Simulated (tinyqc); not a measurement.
Changing the delay t: time-domain thermoreflectance: layered heat flow under a modulated pulse train, and what the signal ratio measures. Computed by tinyqc, a small Python program. Command: `OMP_NUM_THREADS=1 python tinyqc.py 3112228 3112229 out.jsonl tdtr sweep`. One thread of a shared host (Intel(R) Xeon(R) Processor @ 2.30GHz), about 0.2 s of CPU time with the checks.

Pulses repeat at 80 MHz; heat is laid down at the surface, all layers are isotropic.

Inputs (values chosen for the exercise, modelled on aluminium on silica):
```
quantity,value,unit
metal thickness d,64,nm
metal conductivity,140,W/(m K)
metal heat capacity,2.42,MJ/(m^3 K)
boundary conductance G under the metal,170,MW/(m^2 K)
substrate conductivity kappa,1.33,W/(m K)
substrate heat capacity C,1.66,MJ/(m^3 K)
modulation frequency f,1,MHz
"spot radius w (1/e^2, pump and probe)",21,micrometre
```

Stack: metal, substrate.

Method:
- For radial wave number k and angular frequency W each layer has u = sqrt(4 pi^2 k^2 + i W C/kappa) and gamma = kappa u. Surface impedance from below: Z = 1/gamma for the substrate; a layer of thickness L maps Z to (Z + tanh(u L)/gamma)/(1 + gamma Z tanh(u L)); a boundary adds 1/G.
- Response per absorbed watt H(W) = 2 pi int_0^(2/w) Z(k, W) exp(-pi^2 k^2 w^2) k dk by 20 Gauss-Legendre points.
- Signal: X + iY = sum_(m = -M..M) H(2 pi (f + m f_r)) exp(i 2 pi m f_r t) exp(-pi (m/M)^2 x 4), f_r = 80 MHz, M = 4000, with H(-W) the complex conjugate of H(W); V_in = X, V_out = Y, ratio = -V_in/V_out.

One run for each value:
```
delay t (ps),ratio -V_in/V_out,V_in (K/mW),V_out (K/mW)
80,1.0546,0.13532,-0.12832
130,1.0437,0.13394,-0.12833
220,1.0282,0.13197,-0.12835
380,1.0068,0.12926,-0.12838
630,0.9811,0.12600,-0.12843
1100,0.9448,0.12140,-0.12849
1800,0.9040,0.11623,-0.12857
3000,0.8511,0.10949,-0.12865
5000,0.7846,0.10097,-0.12870
```

Describe and explain the trends.

Over the rows, ratio -V_in/V_out falls from 1.05 to 0.785 (exponent d ln y / d ln x -0.021 between the first rows and -0.16 between the last); V_in (K/mW) falls from 0.135 to 0.101 (exponent d ln y / d ln x -0.021 between the first rows and -0.16 between the last); V_out (K/mW) falls from -0.1283 to -0.1287. V_out changes by 0.30 % over these delays and V_in by 25 %.
